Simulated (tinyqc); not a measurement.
# Valley-orbit splitting of a donor ground state, with strain, step by step

A worked calculation. Computed by tinyqc, a small Python program that keeps every step. Command: `OMP_NUM_THREADS=1 python tinyqc.py 3000056 3000057 out.jsonl valleyorbit walk`. One thread of a shared host (Intel(R) Xeon(R) Processor @ 2.30GHz), about 0.01 s of CPU time with the checks. Intermediate numbers are printed to about 6 digits and carried at full precision; extremes and crossings named in words are read from the listed rows.

The basis is the 1s envelope in each valley; energies are counted from the unstrained conduction-band edge. The strain is e_s (a a^T - 1/3) for the unit stress axis a, so valley j along n_j moves by Xi_u e_s w_j with w_j = (n_j.a)^2 - 1/3: +2/3 for [111], -2/9 for the others.

Inputs (values chosen for the exercise, modelled on donors in germanium): single-valley binding energy E_0 = 9.75 meV; central-cell shift Lambda = 0.41 meV; coupling Delta_1 = 0.76 meV; shear deformation potential Xi_u = 16.1 eV; shear strain e_s = 3.8e-05; temperature T = 30 K; donor density N_D = 4.2e+15 cm^-3; density-of-states mass of one valley m_e = 0.217 m_0.

Valleys: four along <111>. Stress axis: [111].

Constants: k_B = 8.617333262e-05 eV/K; m_0 = 9.1093837015e-31 kg; k_B = 1.380649e-23 J/K; h = 6.62607015e-34 J s.

## Levels without strain

By symmetry: E(A1) = E_0 + Lambda + 3 Delta_1 (one state), E(T2) = E_0 + Lambda - Delta_1 (three), as binding energies.

E(A1) = 12.44 meV

E(T2) = 9.4 meV

Only A1 has all valley amplitudes in phase, so only it has weight at the nucleus.

## The valley matrix under strain

H_jj = -(E_0 + Lambda) + Xi_u e_s w_j; H_jk = -Delta_1 between any two valleys.

H (meV), rows [111], [1-1-1], [-11-1], [-1-11]:
$$\begin{pmatrix}
-9.7521 & -0.7600 & -0.7600 & -0.7600 \\
-0.7600 & -10.2960 & -0.7600 & -0.7600 \\
-0.7600 & -0.7600 & -10.2960 & -0.7600 \\
-0.7600 & -0.7600 & -0.7600 & -10.2960
\end{pmatrix}$$

## Levels and ground state under strain

Diagonalise H; the ground vector has positive components. The density at the nucleus, and so the contact hyperfine coupling, scales as (sum_j c_j)^2/(number of valleys), which is 1 without strain; the envelopes are held fixed.

levels (meV): [-12.4567, -9.5360, -9.5360, -9.1114]

valley amplitudes of the ground state: [111] 0.437639, [1-1-1] 0.519125, [-11-1] 0.519125, [-1-11] 0.519125

hyperfine ratio A/A_0 = 0.995020

The valleys that move down hold 80.8 % of the ground state, against 75.0 % without strain.

## Binding energy under strain

The binding energy is counted from the lowest valley edge, min_j Xi_u e_s w_j; the gap is from the ground state to the next level.

binding energy under strain = 12.3207 meV

gap to the first excited state = 2.92070 meV

## Populations and ionisation

z = sum over levels of exp(-(E - E_ground)/k_B T), the ground-state share being 1/z; N_c = 2 (2 pi m_e k_B T/h^2)^(3/2) sum_j exp(-(shift_j - lowest shift)/k_B T); n1 = N_c/(2 z) exp(-binding/k_B T), binding = lowest shift - E_ground; without compensation n = 2 N_D/(1 + sqrt(1 + 4 N_D/n1)) (Boltzmann statistics; p and higher states left out).

partition sum z = 1.92038

share of neutral donors in the ground state = 0.520729

N_c = 3.05647e+17 cm^-3

n1 = 6.77665e+14 cm^-3

free electrons n = 1.38192e+15 cm^-3

## Strain dependence

The contact hyperfine ratio is A/A_0 = (sum_j c_j)^2/(number of valleys), c_j the valley amplitudes of the ground state; binding from the lowest valley edge.

Against strain:
```
e_s        Xi_u e_s (w_max - w_min) (meV)  binding (meV)  gap to next level (meV)     A/A_0
-3.00e-04                        -4.29333        10.6853                  3.82395  0.616808
-1.10e-04                        -1.57422        11.4495                  2.63328  0.927773
-3.80e-05                        -0.54382        12.0520                  2.80787  0.992916
-1.10e-05                        -0.15742        12.3235                  2.96443  0.999471
1.10e-05                          0.15742        12.4021                  3.00213  0.999523
3.80e-05                          0.54382        12.3207                  2.92070  0.995020
1.10e-04                          1.57422        12.1642                  2.76423  0.971008
3.00e-04                          4.29333        11.9642                  2.56418  0.906371
```

A/A_0 falls for either sign of strain, to 0.617 and 0.906 at the ends; its limits are the shares of the valleys that end up lowest, 1/4 under compression and 3/4 under tension. Near zero strain A/A_0 changes in second order, the binding in first. The binding energy drops from 12.44 meV to 10.69 and 11.96 meV, since fewer valleys share the valley-orbit gain.

## Do the excited 1s states matter for ionisation?

No strain here. The last two columns set z = 1, with the A1 depth, or use one level at E_0 with z equal to the number of valleys.

Ionised share:
```
T (K)        z  all 1s states  ground state alone  no splitting
7.2    1.02235    9.28008e-05         9.38320e-05   4.09931e-04
12.0   1.15863    7.02713e-03         7.56193e-03   1.38389e-02
18.0   1.42263    6.20380e-02         7.35402e-02   8.68817e-02
26.0   1.77242    2.28151e-01         2.91095e-01   2.69329e-01
36.0   2.12600    4.74435e-01         6.01992e-01   5.13429e-01
58.0   2.63293    8.01522e-01         9.04090e-01   8.17071e-01
96.0   3.07744    9.43624e-01         9.80232e-01   9.46717e-01
```

z grows from 1.022 to 3.08 of at most 4. Leaving out the excited states overstates the ionised share by up to 27.6 % (at 26.0 K); ignoring the splitting misses by a factor 4.42 at the lowest T and 1.00 at the highest.

Checks made by the program: symmetry formulas against diagonalisation (relative difference below 1e-10).
